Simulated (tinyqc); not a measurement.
Inside a calculation: type-II superlattice in the two-band Kane model. Values are carried at full precision from step to step, so a last printed digit may differ when a step is redone from the rounded ones.

Motion along the axis, period d = a + b, c = hbar^2/2m0. Conduction and light-hole bands couple: (E - Ec)(E - Ev) = Ep c k^2 in each layer, with mass m(E) = (E - Ev)/Ep, which may be negative. The conduction envelope psi and psi'/m(E) are continuous; a layer carries them by [[cos kt, (m/k) sin kt], [-(k/m) sin kt, cos kt]] (cosh and sinh for k^2 < 0), and cos(q d) = tr(M_B M_A)/2. C1 is the first miniband above EvB, with its bottom at tr/2 = +1 and its top at -1; the gap is the bottom of C1 less the top heavy-hole level HH1.

Constants: hbar^2/2m0 = 3.80998211 eV angstrom^2; hc = 1239.841984 eV nm.

Parameters, chosen for this exercise (near those of an InAs/GaSb superlattice; shifted at random, so the results belong to these values and not to a real crystal): a = 36 angstrom (layer A); b = 50 angstrom (layer B); EcA = 0 eV (conduction edge of A); EvA = -0.419 eV (valence edge of A); EcB = 0.906 eV (conduction edge of B); EvB = 0.104 eV (valence edge of B); EpA = 14.6 eV (coupling energy in A); EpB = 18.3 eV (coupling energy in B); E = 0.314 eV (trial energy); mhA = 0.32 m0 (heavy hole in A); mhB = 0.27 m0 (heavy hole in B).

## Wave numbers and masses at one energy

Give k^2 and m(E) in both layers.

Layers:
```
layer  k^2 (1/angstrom^2)  m(E) (m0)
A               0.0041377    0.05021
B              -0.0017831    0.01148
```

In B the decay constant is 0.0422 1/angstrom; across the gap of B it peaks at mid-gap, at 0.0480, and vanishes at both edges.

## Transfer matrices

Form M_A, M_B and half the trace of their product.

M_A (angstrom units):
```
          1         2
1  -0.67790   0.57379
2  -0.94191  -0.67790
```

M_B (angstrom units):
```
        1       2
1  4.1901  1.1058
2  14.973  4.1901
```

tr/2 = 0.9344

E lies in a miniband.

## Edges and effective gap

Heavy holes are uncoupled: with e = EvB - E, p = sqrt(mhB e/c), w = sqrt(mhA (EvB - EvA - e)/c), the top level HH1 at q = 0 solves (p/mhB) tan(p b/2) = (w/mhA) tanh(w a/2).

C1 is the first miniband above EvB: bottom at tr/2 = +1, top at -1. The gap is its bottom less HH1; cut-off wavelength hc/gap.

bottom of C1 = 0.3127 eV
top of C1 = 0.3519 eV
HH1 = 0.0671 eV
gap = 0.2456 eV
cut-off = 5.05 micrometre

The bulk edges overlap by 104 meV; confinement lifts the electrons by 313 meV and lowers the holes by 37 meV, which opens the gap. It is 0.59 of the smaller bulk gap.

## Electron mass along the axis

m_z = -2 c f'/d^2 with f = tr/2 differentiated at the bottom of C1 (central difference of 1e-6 eV); compare the bulk edge mass (EcA - EvA)/EpA.

f' = -50.73 1/eV
m_z = 0.0523 m0
bulk edge mass of A = 0.0287 m0

## Checks

- Bottom of C1 from the two-band matrix on a staggered grid of 0.5 angstrom against the transfer matrix, eV: both 0.313.

Program tinyqc; command `OMP_NUM_THREADS=1 python tinyqc.py 1251565 1251566 out.jsonl`; about 0.05 s on one thread of a shared Intel(R) Xeon(R) Processor @ 2.30GHz.
